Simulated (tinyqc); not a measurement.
Comparisons within one model: two-band massive Dirac model of the K valleys. A value that a table varies takes the place of the one given here.

Basis (conduction, valence): H = [[D/2, a t (tau kx - i ky)], [a t (tau kx + i ky), -D/2 + lam tau sz]], valley tau = +/-1, spin sz = +/-1. The gap of a spin and valley is G = D - lam tau sz. Berry curvature Omega = curl of i<u|grad u>; for the conduction band Omega_c = -tau 2 a^2 t^2 G/(G^2 + 4 a^2 t^2 k^2)^(3/2), and Omega_v = -Omega_c.

Constants: hbar^2/2m0 = 3.80998211 eV angstrom^2.

Parameters, chosen for this exercise (near those used for monolayer MoS2; the results hold for these values, not for the real material):

| symbol | value | unit | meaning |
|---|---|---|---|
| a | 3.184 | angstrom | lattice constant |
| D | 1.56 | eV | gap parameter |
| t | 1.08 | eV | effective hopping |
| lam | 0.079 | eV | half the valence spin splitting |

## Away from the valley

Flavour tau = +1, sz = +1. Parabolic transition energy G + 2 a^2 t^2 k^2/G; degree of circular polarisation eta = 2 cos(theta)/(1 + cos^2(theta)). The last column is the Berry flux of the conduction band inside |k|, over 2 pi: -(1 - cos(theta))/2, cos(theta) = G/(transition energy).

Along |k|:

| \|k\| (1/angstrom) | transition (eV) | parabolic (eV) | Omega_c (angstrom^2) | eta | flux/2 pi |
|---|---|---|---|---|---|
| 0.000 | 1.4810 | 1.4810 | -10.782 | 1.0000 | 0.0000 |
| 0.025 | 1.4909 | 1.4910 | -10.568 | 1.0000 | -0.0033 |
| 0.050 | 1.5204 | 1.5209 | -9.966 | 0.9997 | -0.0130 |
| 0.075 | 1.5683 | 1.5708 | -9.081 | 0.9984 | -0.0278 |
| 0.100 | 1.6329 | 1.6407 | -8.045 | 0.9953 | -0.0465 |
| 0.150 | 1.8049 | 1.8403 | -5.957 | 0.9808 | -0.0897 |
| 0.200 | 2.0212 | 2.1197 | -4.242 | 0.9535 | -0.1336 |
| 0.300 | 2.5397 | 2.9182 | -2.138 | 0.8703 | -0.2084 |

How do the results move?

The curvature halves at |k| = 0.165 1/angstrom, where 2 a t k = 0.766 G. At 0.3 the parabola is 378 meV too high, eta has fallen only to 0.870, and the flux has reached -0.208 of the -1/2 that a whole cone holds. The real bands leave this model beyond about 0.1 to 0.2 1/angstrom, where trigonal warping and other bands enter.

## Hole doping of the spin-split valence bands

The Fermi level lies E below the top of the valence band. kF for the upper and lower band of valley +1 from the two-band energy; each flavour holds kF^2/(4 pi) holes per area and both valleys count. Spin polarisation within one valley; Berry flux removed from valley +1, the sum of (1 - cos(theta_F))/2 with cos(theta_F) = G/sqrt(G^2 + 4 a^2 t^2 kF^2), in units of 2 pi.

Holes:

| E (meV) | kF upper (1/angstrom) | kF lower | p (1e12/cm^2) | spin polarisation in a valley | flux/2 pi |
|---|---|---|---|---|---|
| 19.8 | 0.0501 | 0.0000 | 3.99 | 1.000 | 0.0130 |
| 39.5 | 0.0713 | 0.0000 | 8.08 | 1.000 | 0.0253 |
| 79.0 | 0.1021 | 0.0000 | 16.59 | 1.000 | 0.0482 |
| 118.5 | 0.1266 | 0.0000 | 25.51 | 1.000 | 0.0690 |
| 150.1 | 0.1439 | 0.0000 | 32.95 | 1.000 | 0.0843 |
| 173.8 | 0.1560 | 0.0470 | 42.23 | 0.833 | 0.1045 |
| 237.0 | 0.1856 | 0.1071 | 73.07 | 0.500 | 0.1652 |
| 316.0 | 0.2191 | 0.1550 | 114.64 | 0.333 | 0.2304 |

What can be read from the table?

Up to E = 2 lam = 158 meV, a density of 34.9e12/cm^2, only the upper band of this model is emptied and each valley is fully spin-polarised, oppositely in the two. Beyond it the polarisation falls, to 0.33 in the last row. The flux, times e^2/h, is in size the change of the Hall conductivity of one valley; the other valley cancels it in the charge current. Rows with kF above about 0.2 1/angstrom lie beyond the range of the model, and in real layers the valley at Gamma, close below in MoS2 and WS2, can take holes as well.

## What each parameter does

Flavour tau = sz = +1 at k = 0: gap G, mass c G/(a t)^2 with c = hbar^2/2m0, Omega_c, and the B - A splitting 2 lam. Each row changes one parameter from the base and keeps the others.

Results:

| case | G (eV) | mass (m0) | Omega_c (angstrom^2) | B - A (eV) |
|---|---|---|---|---|
| base | 1.4810 | 0.4772 | -10.782 | 0.1580 |
| a = 3.2477 angstrom | 1.4810 | 0.4586 | -11.218 | 0.1580 |
| D = 1.404 eV | 1.3250 | 0.4269 | -13.471 | 0.1580 |
| t = 1.188 eV | 1.4810 | 0.3944 | -13.047 | 0.1580 |
| lam = 0.1185 eV | 1.4415 | 0.4645 | -11.381 | 0.2370 |

How do the results move?

The largest shifts from the base row, up to three for each result and ties (the steps differ in size, so this ranks the rows, not the parameters). G (eV): D -0.1560, lam -0.0395; unchanged at the printed digits by a and t. mass (m0): t -0.0828, D -0.0503, a -0.0185. Omega_c (angstrom^2): D -2.688, t -2.264, lam -0.599. B - A (eV): lam +0.0790; unchanged at the printed digits by a, D and t. The mass goes as G/(a t)^2 and the curvature as (a t)^2/G^2, so their product is -2c/G.

(tinyqc, `OMP_NUM_THREADS=1 python tinyqc.py 1480749 1480750 out.jsonl`, Intel(R) Xeon(R) Processor @ 2.30GHz, 1 thread, shared host, about 0.01 s.)
